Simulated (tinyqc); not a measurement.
Spin coating of a resist or spin-on film: centrifugal thinning, evaporation and the final thickness (Emslie and Meyerhofer models): one step, computed by the program tinyqc.

A Newtonian film stays uniform over the wafer; solvent and solids have the same density and the concentration is uniform through the thickness.

Task: First explicit step of the full model. omega = 2 pi f/60; nu(c) = nu_s + k c^gamma; evaporation rate e = e0 sqrt(f/1000 rpm). Solids s and liquid l per area start at s = c0 h0, l = (1 - c0) h0. With h = h0 and c = c0: Q = K h^3, K = 2 omega^2/(3 nu); one Euler step of length dt = 0.01 h0/Q for s and l, ds/dt = -c Q, dl/dt = -(1 - c) Q - e.

Inputs (values chosen for the exercise, of the order of those of a polymer resist in an ester solvent): solids volume fraction c0 = 0.21; starting thickness h0 = 300 micrometre.

flow constant K = 1.384024e-04 1/(micrometre^2 s)

evaporation rate e = 0.42 micrometre/s

Give: Q; dt; s; l; Q/e at the start.

Result:

Q = 3736.9 micrometre/s

dt = 8.0281e-04 s

s = 62.37 micrometre

l = 234.63 micrometre

Q/e at the start = 8897.3
